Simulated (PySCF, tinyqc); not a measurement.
RKS/LDA (PW92) in the sto-3g basis, for BeH+, spin multiplicity 1, step by step. The lowest restricted solution is unstable here: a spin-polarised one lies 0.0006 hartree lower (PySCF). Computed by tinyqc, a small Python program that keeps every step (integrals from PySCF). Settings: charge = 1, multiplicity = 1, basis = sto-3g, energy threshold = 1e-10, iteration cap = 89, orthogonalisation = symmetric, start = highest core orbitals, DIIS depth = 4, method = RKS, functional = lda,pw, grid = [40, 50]. Command: `OMP_NUM_THREADS=1 python tinyqc.py 28386 28387 out.jsonl` (the two numbers bound the seeds that draw the settings). One thread of a shared host (Intel(R) Xeon(R) Processor @ 2.60GHz), about 0.5 s of CPU time with the checks. Later iterations appear only in the table of the cycle.

## One-electron integrals

Geometry (angstrom):
```
atom         x         y         z
Be    0.000000  0.000000  0.000000
H     0.000000  0.000000  2.255000
```

Basis sto-3g: exponents (1/bohr^2) and contraction coefficients of normalised primitives:
```
element  l (shell)   exponent  coefficient
Be           s (1)  30.167871     0.154329
Be           s (1)   5.495115     0.535328
Be           s (1)   1.487193     0.444635
Be           s (2)   1.314833    -0.099967
Be           s (2)   0.305539     0.399513
Be           s (2)   0.099371     0.700115
Be           p (3)   1.314833     0.155916
Be           p (3)   0.305539     0.607684
Be           p (3)   0.099371     0.391957
H            s (1)   3.425251     0.154329
H            s (1)   0.623914     0.535328
H            s (1)   0.168855     0.444635
```

Overlap, kinetic and nuclear-attraction integrals over the contracted functions; the nuclear repulsion is the sum of Za Zb / Rab.

nuclear repulsion = 0.93867354 hartree

overlap S, lower triangle:
```
           1Be 1s    1Be 2s   1Be 2px   1Be 2py   1Be 2pz     2H 1s
1Be 1s   1.000000
1Be 2s   0.259517  1.000000
1Be 2px  0.000000  0.000000  1.000000
1Be 2py  0.000000  0.000000  0.000000  1.000000
1Be 2pz  0.000000  0.000000  0.000000  0.000000  1.000000
2H 1s    0.008603  0.170046  0.000000  0.000000  0.238855  1.000000
```

kinetic energy T (hartree), lower triangle:
```
            1Be 1s     1Be 2s   1Be 2px   1Be 2py   1Be 2pz     2H 1s
1Be 1s    6.693975
1Be 2s   -0.033012   0.211111
1Be 2px   0.000000   0.000000  0.660592
1Be 2py   0.000000   0.000000  0.000000  0.660592
1Be 2pz   0.000000   0.000000  0.000000  0.000000  0.660592
2H 1s    -0.003972  -0.002616  0.000000  0.000000  0.018819  0.760032
```

nuclear attraction V (hartree), lower triangle:
```
             1Be 1s     1Be 2s    1Be 2px    1Be 2py    1Be 2pz      2H 1s
1Be 1s   -14.795761
1Be 2s    -1.960146  -2.547093
1Be 2px    0.000000   0.000000  -2.514788
1Be 2py    0.000000   0.000000   0.000000  -2.514788
1Be 2pz   -0.006356  -0.067453   0.000000   0.000000  -2.555619
2H 1s     -0.063375  -0.342888   0.000000   0.000000  -0.469192  -2.165202
```

core Hamiltonian H = T + V (hartree), lower triangle:
```
            1Be 1s     1Be 2s    1Be 2px    1Be 2py    1Be 2pz      2H 1s
1Be 1s   -8.101786
1Be 2s   -1.993158  -2.335982
1Be 2px   0.000000   0.000000  -1.854196
1Be 2py   0.000000   0.000000   0.000000  -1.854196
1Be 2pz  -0.006356  -0.067453   0.000000   0.000000  -1.895027
2H 1s    -0.067347  -0.345504   0.000000   0.000000  -0.450373  -1.405170
```

## Two-electron integrals

Functions are numbered as in S; the eight-fold symmetry (ij|kl) = (ji|kl) = (kl|ij) leaves the list below.

Two-electron integrals (ij|kl) in chemists' order, unique and non-zero (hartree):
```
(11|11) 2.298831   (21|11) 0.392036   (21|21) 0.079539   (22|11) 0.570988
(22|21) 0.143041   (22|22) 0.417683   (31|31) 0.014607   (32|31) 0.021888
(32|32) 0.092265   (33|11) 0.569578   (33|21) 0.143083   (33|22) 0.417589
(33|33) 0.449859   (41|41) 0.014607   (42|41) 0.021888   (42|42) 0.092265
(43|43) 0.024249   (44|11) 0.569578   (44|21) 0.143083   (44|22) 0.417589
(44|33) 0.401360   (44|44) 0.449859   (51|51) 0.014607   (52|51) 0.021888
(52|52) 0.092265   (53|53) 0.024249   (54|54) 0.024249   (55|11) 0.569578
(55|21) 0.143083   (55|22) 0.417589   (55|33) 0.401360   (55|44) 0.401360
(55|55) 0.449859   (61|11) 0.012617   (61|21) 0.002572   (61|22) 0.004708
(61|33) 0.004673   (61|44) 0.004673   (61|51) 0.000266   (61|52) 0.000502
(61|55) 0.004779   (61|61) 0.000089   (62|11) 0.059475   (62|21) 0.015271
(62|22) 0.052751   (62|33) 0.050509   (62|44) 0.050509   (62|51) 0.001899
(62|52) 0.014270   (62|55) 0.057173   (62|61) 0.000557   (62|62) 0.013575
(63|31) 0.000944   (63|32) 0.005266   (63|53) 0.002089   (63|63) 0.000806
(64|41) 0.000944   (64|42) 0.005266   (64|54) 0.002089   (64|64) 0.000806
(65|11) 0.076947   (65|21) 0.019883   (65|22) 0.070825   (65|33) 0.067023
(65|44) 0.067023   (65|51) 0.002910   (65|52) 0.021681   (65|55) 0.078340
(65|61) 0.000740   (65|62) 0.019941   (65|65) 0.029551   (66|11) 0.234639
(66|21) 0.060885   (66|22) 0.232344   (66|33) 0.219842   (66|44) 0.219842
(66|51) 0.006338   (66|52) 0.065057   (66|55) 0.256959   (66|61) 0.002200
(66|62) 0.086052   (66|65) 0.131123   (66|66) 0.774606
```

## Orthogonalisation

S = U s U^T; symmetric (Loewdin) form X = U s^(-1/2) U^T, so that X^T S X = 1.

eigenvalues of S: 0.655237  0.818101  1.000000  1.000000  1.173482  1.353180

X, lower triangle:
```
            1Be 1s     1Be 2s   1Be 2px   1Be 2py    1Be 2pz     2H 1s
1Be 1s    1.026962
1Be 2s   -0.137666   1.039124
1Be 2px   0.000000   0.000000  1.000000
1Be 2py   0.000000   0.000000  0.000000  1.000000
1Be 2pz  -0.002872   0.016938  0.000000  0.000000   1.022858
2H 1s     0.013850  -0.093107  0.000000  0.000000  -0.126401  1.034813
```

## Starting guess

The start is the highest orbitals of the core Hamiltonian (a deliberately bad start); D = 2 C_occ C_occ^T.

D at the start, lower triangle:
```
            1Be 1s     1Be 2s   1Be 2px   1Be 2py    1Be 2pz     2H 1s
1Be 1s    0.001762
1Be 2s   -0.009299   0.049064
1Be 2px   0.000000   0.000000  1.906497
1Be 2py   0.000000   0.000000  0.422212  0.093503
1Be 2pz  -0.013411   0.070761  0.000000  0.000000   0.102051
2H 1s     0.062098  -0.327650  0.000000  0.000000  -0.472539  2.188048
```

## Iteration 1: exchange-correlation on the grid

Becke grid with 40 radial and 50 angular points per atom, points of zero weight dropped. rho = sum D_ij phi_i phi_j; V_xc,ij = sum w v_xc phi_i phi_j; v_xc is d(rho eps)/d rho.

The 12 grid points with the largest w rho, of 3981 (bohr, atomic units):
```
x                  y          z         w       rho     eps_xc       v_xc
1.834334    0.611445   0.611445  0.297298  0.045964  -0.312274  -0.407403
-1.834334  -0.611445   0.611445  0.297298  0.045964  -0.312274  -0.407403
2.105790    0.701930   0.701930  0.433013  0.031088  -0.277264  -0.361427
-2.105790  -0.701930   0.701930  0.433013  0.031088  -0.277264  -0.361427
1.834334    0.611445  -0.611445  0.297372  0.045162  -0.310604  -0.405208
-1.834334  -0.611445  -0.611445  0.297372  0.045162  -0.310604  -0.405208
2.105790    0.701930  -0.701930  0.433297  0.030587  -0.275901  -0.359639
-2.105790  -0.701930  -0.701930  0.433297  0.030587  -0.275901  -0.359639
1.589107    0.529702   0.529702  0.201323  0.062360  -0.342731  -0.447443
-1.589107  -0.529702   0.529702  0.201323  0.062360  -0.342731  -0.447443
1.589107    0.529702  -0.529702  0.201341  0.061197  -0.340767  -0.444859
-1.589107  -0.529702  -0.529702  0.201341  0.061197  -0.340767  -0.444859
```

electrons on the grid, sum of w rho = 4.000251

E_xc = sum of w rho eps_xc = -1.29964367 hartree

V_xc (hartree), lower triangle:
```
            1Be 1s     1Be 2s    1Be 2px    1Be 2py    1Be 2pz      2H 1s
1Be 1s   -0.302276
1Be 2s   -0.087829  -0.261175
1Be 2px   0.000000   0.000000  -0.326901
1Be 2py   0.000000   0.000000  -0.024599  -0.222223
1Be 2pz  -0.000679  -0.010242   0.000000   0.000000  -0.234794
2H 1s    -0.002838  -0.051563   0.000000   0.000000  -0.075302  -0.502985
```

## Iteration 1: building the Kohn-Sham matrix

J_ij = sum D_kl (ij|kl); F = H + J + V_xc; E = tr D H + tr D J / 2 + E_xc + E_nn.

Coulomb J (hartree), lower triangle:
```
           1Be 1s    1Be 2s   1Be 2px   1Be 2py   1Be 2pz     2H 1s
1Be 1s   1.625331
1Be 2s   0.411739  1.304096
1Be 2px  0.000000  0.000000  1.340139
1Be 2py  0.000000  0.000000  0.020477  1.252211
1Be 2pz  0.012613  0.125039  0.000000  0.000000  1.318791
2H 1s    0.013864  0.271845  0.000000  0.000000  0.394272  2.000461
```

Kohn-Sham matrix F (hartree), lower triangle:
```
            1Be 1s     1Be 2s    1Be 2px    1Be 2py    1Be 2pz     2H 1s
1Be 1s   -6.778730
1Be 2s   -1.669249  -1.293061
1Be 2px   0.000000   0.000000  -0.840958
1Be 2py   0.000000   0.000000  -0.004123  -0.824208
1Be 2pz   0.005578   0.047344   0.000000   0.000000  -0.811030
2H 1s    -0.056321  -0.125222   0.000000   0.000000  -0.131403  0.092306
```

total energy of this density = -3.43057237 hartree

## Iteration 1: diagonalisation and new density

Diagonalise F' = X^T F X, C = X C', fill 2 alpha and 2 beta electrons from the bottom; D = 2 C_occ C_occ^T. Each column has its largest component positive (the first on a tie).

F' = X^T F X (hartree), lower triangle:
```
           1          2          3          4          5         6
1  -6.702808
2  -0.667836  -1.021701
3   0.000000   0.000000  -0.840958
4   0.000000   0.000000  -0.004123  -0.824208
5  -0.002082   0.048464   0.000000   0.000000  -0.811239
6   0.009697  -0.052234   0.000000   0.000000  -0.054861  0.135668
```

orbital energies (hartree): MO1 -6.780263, MO2 -0.961033, MO3 -0.841918, MO4 -0.823248, MO5 -0.800485, MO6 0.141701

coefficients C:
```
               MO1        MO2       MO3        MO4        MO5        MO6
1Be 1s    1.004259  -0.242307  0.000000   0.000000  -0.076114   0.027563
1Be 2s   -0.017002   0.992362  0.000000   0.000000   0.317517  -0.147637
1Be 2px   0.000000   0.000000  0.973959  -0.226726   0.000000   0.000000
1Be 2py   0.000000   0.000000  0.226726   0.973959   0.000000   0.000000
1Be 2pz  -0.001442  -0.291171  0.000000   0.000000   0.970715  -0.188254
2H 1s     0.002561  -0.019910  0.000000   0.000000  -0.073106   1.043996
```

D after iteration 1, lower triangle:
```
            1Be 1s     1Be 2s   1Be 2px   1Be 2py   1Be 2pz     2H 1s
1Be 1s    2.134499
1Be 2s   -0.515062   1.970144
1Be 2px   0.000000   0.000000  0.000000
1Be 2py   0.000000   0.000000  0.000000  0.000000
1Be 2pz   0.138209  -0.577845  0.000000  0.000000  0.169565
2H 1s     0.014793  -0.039603  0.000000  0.000000  0.011587  0.000806
```

## Iteration 2: exchange-correlation on the grid

As before.

The 12 grid points with the largest w rho, of 3981 (bohr, atomic units):
```
x                  y          z         w       rho     eps_xc       v_xc
-0.611445  -0.611445  -1.834334  0.297372  0.035059  -0.287574  -0.374960
-0.611445   0.611445  -1.834334  0.297372  0.035059  -0.287574  -0.374960
0.611445   -0.611445  -1.834334  0.297372  0.035059  -0.287574  -0.374960
0.611445    0.611445  -1.834334  0.297372  0.035059  -0.287574  -0.374960
-1.433965   0.000000  -1.433965  0.332774  0.030401  -0.275389  -0.358966
0.000000   -1.433965  -1.433965  0.332774  0.030401  -0.275389  -0.358966
0.000000    1.433965  -1.433965  0.332774  0.030401  -0.275389  -0.358966
1.433965    0.000000  -1.433965  0.332774  0.030401  -0.275389  -0.358966
-0.701930  -0.701930  -2.105790  0.433297  0.023136  -0.253510  -0.330268
-0.701930   0.701930  -2.105790  0.433297  0.023136  -0.253510  -0.330268
0.701930   -0.701930  -2.105790  0.433297  0.023136  -0.253510  -0.330268
0.701930    0.701930  -2.105790  0.433297  0.023136  -0.253510  -0.330268
```

electrons on the grid, sum of w rho = 3.999990

E_xc = sum of w rho eps_xc = -2.66181875 hartree

V_xc (hartree), lower triangle:
```
            1Be 1s     1Be 2s    1Be 2px    1Be 2py    1Be 2pz      2H 1s
1Be 1s   -1.417598
1Be 2s   -0.208302  -0.298471
1Be 2px   0.000000   0.000000  -0.296995
1Be 2py   0.000000   0.000000   0.000000  -0.296995
1Be 2pz   0.006561   0.046864   0.000000   0.000000  -0.293971
2H 1s    -0.006522  -0.021623   0.000000   0.000000  -0.025389  -0.045239
```

## Iteration 2: building the Kohn-Sham matrix

As before.

Coulomb J (hartree), lower triangle:
```
            1Be 1s     1Be 2s   1Be 2px   1Be 2py   1Be 2pz     2H 1s
1Be 1s    5.722150
1Be 2s    1.060316   1.962918
1Be 2px   0.000000   0.000000  1.957007
1Be 2py   0.000000   0.000000  0.000000  1.957007
1Be 2pz  -0.021328  -0.101140  0.000000  0.000000  1.964998
2H 1s     0.033837   0.208345  0.000000  0.000000  0.271560  0.862919
```

Kohn-Sham matrix F (hartree), lower triangle:
```
            1Be 1s     1Be 2s    1Be 2px    1Be 2py    1Be 2pz      2H 1s
1Be 1s   -3.797234
1Be 2s   -1.141144  -0.671534
1Be 2px   0.000000   0.000000  -0.194184
1Be 2py   0.000000   0.000000   0.000000  -0.194184
1Be 2pz  -0.021123  -0.121729   0.000000   0.000000  -0.224000
2H 1s    -0.040032  -0.158782   0.000000   0.000000  -0.204201  -0.587490
```

total energy of this density = -14.08446261 hartree

## Iteration 2: DIIS over 2 matrices

error matrix X^T (FDS - SDF) X:
```
           1          2         3         4         5          6
1   0.000000   0.053942  0.000000  0.000000  0.138125  -0.046680
2  -0.053942   0.000000  0.000000  0.000000  0.284012   0.059229
3   0.000000   0.000000  0.000000  0.000000  0.000000   0.000000
4   0.000000   0.000000  0.000000  0.000000  0.000000   0.000000
5  -0.138125  -0.284012  0.000000  0.000000  0.000000  -0.028570
6   0.046680  -0.059229  0.000000  0.000000  0.028570   0.000000
```

B (overlaps of the stored error matrices):
```
                1               2
1   1.0334767e-02  -6.8637940e-04
2  -6.8637940e-04   2.1830911e-01
```

Minimise |sum c_i e_i|^2 with sum c_i = 1: solve [B -1; -1 0][c; lambda] = [0; -1] with B_ij = tr e_i^T e_j, and take F = sum c_i F_i.

DIIS coefficients: 0.952085  0.047915

extrapolated F (hartree), lower triangle:
```
            1Be 1s     1Be 2s    1Be 2px    1Be 2py    1Be 2pz     2H 1s
1Be 1s   -6.635873
1Be 2s   -1.643945  -1.263281
1Be 2px   0.000000   0.000000  -0.809968
1Be 2py   0.000000   0.000000  -0.003925  -0.794021
1Be 2pz   0.004299   0.039243   0.000000   0.000000  -0.782903
2H 1s    -0.055541  -0.126830   0.000000   0.000000  -0.134891  0.059734
```

## Iteration 2: diagonalisation and new density

As before.

F' = X^T F X (hartree), lower triangle:
```
           1          2          3          4          5         6
1  -6.558710
2  -0.664871  -0.994288
3   0.000000   0.000000  -0.809968
4   0.000000   0.000000  -0.003925  -0.794021
5  -0.002531   0.041149   0.000000   0.000000  -0.781688
6   0.010286  -0.052524   0.000000   0.000000  -0.057306  0.102517
```

orbital energies (hartree): MO1 -6.637054, MO2 -0.928844, MO3 -0.810882, MO4 -0.793107, MO5 -0.775544, MO6 0.109271

coefficients C:
```
               MO1        MO2       MO3        MO4        MO5        MO6
1Be 1s    1.003790  -0.246991  0.000000   0.000000  -0.066229   0.028580
1Be 2s   -0.015077   1.004732  0.000000   0.000000   0.274143  -0.151056
1Be 2px   0.000000   0.000000  0.973959  -0.226726   0.000000   0.000000
1Be 2py   0.000000   0.000000  0.226726   0.973959   0.000000   0.000000
1Be 2pz  -0.001201  -0.250076  0.000000   0.000000   0.980791  -0.194988
2H 1s     0.002282  -0.021504  0.000000   0.000000  -0.064655   1.044522
```

D after iteration 2, lower triangle:
```
            1Be 1s     1Be 2s   1Be 2px   1Be 2py   1Be 2pz     2H 1s
1Be 1s    2.137199
1Be 2s   -0.526588   2.019427
1Be 2px   0.000000   0.000000  0.000000
1Be 2py   0.000000   0.000000  0.000000  0.000000
1Be 2pz   0.121121  -0.502483  0.000000  0.000000  0.125079
2H 1s     0.015205  -0.043281  0.000000  0.000000  0.010750  0.000935
```

## Iteration 14 (converged): orbitals

converged F (hartree), lower triangle:
```
            1Be 1s     1Be 2s    1Be 2px    1Be 2py    1Be 2pz      2H 1s
1Be 1s   -4.063926
1Be 2s   -1.199315  -0.779463
1Be 2px   0.000000   0.000000  -0.307462
1Be 2py   0.000000   0.000000   0.000000  -0.307462
1Be 2pz   0.005779   0.001432   0.000000   0.000000  -0.321491
2H 1s    -0.041322  -0.136464   0.000000   0.000000  -0.166460  -0.411403
```

As before.

F' = X^T F X (hartree), lower triangle:
```
           1          2          3          4          5          6
1  -3.962438
2  -0.615641  -0.553301
3   0.000000   0.000000  -0.307462
4   0.000000   0.000000   0.000000  -0.307462
5   0.000541   0.014966   0.000000   0.000000  -0.299456
6   0.018909  -0.056093   0.000000   0.000000  -0.086544  -0.381455
```

orbital energies (hartree): MO1 -4.070232, MO2 -0.487284, MO3 -0.403899, MO4 -0.307462, MO5 -0.307462, MO6 -0.235235

coefficients C:
```
               MO1        MO2        MO3       MO4        MO5        MO6
1Be 1s    0.987819  -0.230720  -0.197198  0.000000   0.000000  -0.076799
1Be 2s    0.043747   0.751903   0.676780  0.000000   0.000000   0.287023
1Be 2px   0.000000   0.000000   0.000000  0.999836  -0.018092   0.000000
1Be 2py   0.000000   0.000000   0.000000  0.018092   0.999836   0.000000
1Be 2pz  -0.000501   0.159682  -0.487070  0.000000   0.000000   0.894301
2H 1s    -0.004831   0.523630  -0.575946  0.000000   0.000000  -0.699821
```

D after iteration 14, lower triangle:
```
            1Be 1s    1Be 2s   1Be 2px   1Be 2py   1Be 2pz     2H 1s
1Be 1s    2.058035
1Be 2s   -0.260530  1.134544
1Be 2px   0.000000  0.000000  0.000000
1Be 2py   0.000000  0.000000  0.000000  0.000000
1Be 2pz  -0.074674  0.240087  0.000000  0.000000  0.050997
2H 1s    -0.251167  0.787015  0.000000  0.000000  0.167234  0.548423
```

Within a degenerate level the vectors are fixed only up to a rotation; this is one choice.

## Convergence

Stop when the energy changes by less than 1e-10 hartree and every element of the error matrix X^T (F D S - S D F) X is below 3e-06.

Course of the cycle:
```
iteration   E (hartree)     change  largest element of the error matrix
1           -3.43057237          -                             7.03e-02
2          -14.08446261  -1.07e+01                             2.84e-01
3          -14.10729049  -2.28e-02                             2.68e-01
4          -14.11280160  -5.51e-03                             2.64e-01
5          -14.11924403  -6.44e-03                             2.59e-01
6          -14.14046143  -2.12e-02                             3.60e-01
7          -14.42052307  -2.80e-01                             9.24e-02
8          -14.42510082  -4.58e-03                             9.11e-02
9          -14.42753112  -2.43e-03                             8.12e-02
10         -14.43436840  -6.84e-03                             1.08e-02
11         -14.43448519  -1.17e-04                             5.95e-05
12         -14.43448520  -9.47e-09                             4.59e-05
13         -14.43448520  -3.20e-09                             2.59e-06
14         -14.43448520  -6.43e-12                             1.59e-09
```

PySCF RKS in the same basis, fine grid = -14.43448745 hartree

Converged in 14 iterations. The coarse grid moves the energy by +2.25e-06 hartree.

## Populations, bond orders and dipole

Mulliken: Z minus the diagonal of D S on the atom; Loewdin: the same with S^(1/2) D S^(1/2); Mayer order: 2 sum_s sum (D(s) S)_ij (D(s) S)_ji over the two atoms.

Charges (e):
```
atom  Mulliken   Loewdin
1Be   0.720036  0.725870
2H    0.279964  0.274130
```

Mayer bond orders:
```
pair     order
2-1   0.921620
```

dipole moment about the origin, x y z (debye): 0.000000  0.000000  0.828546
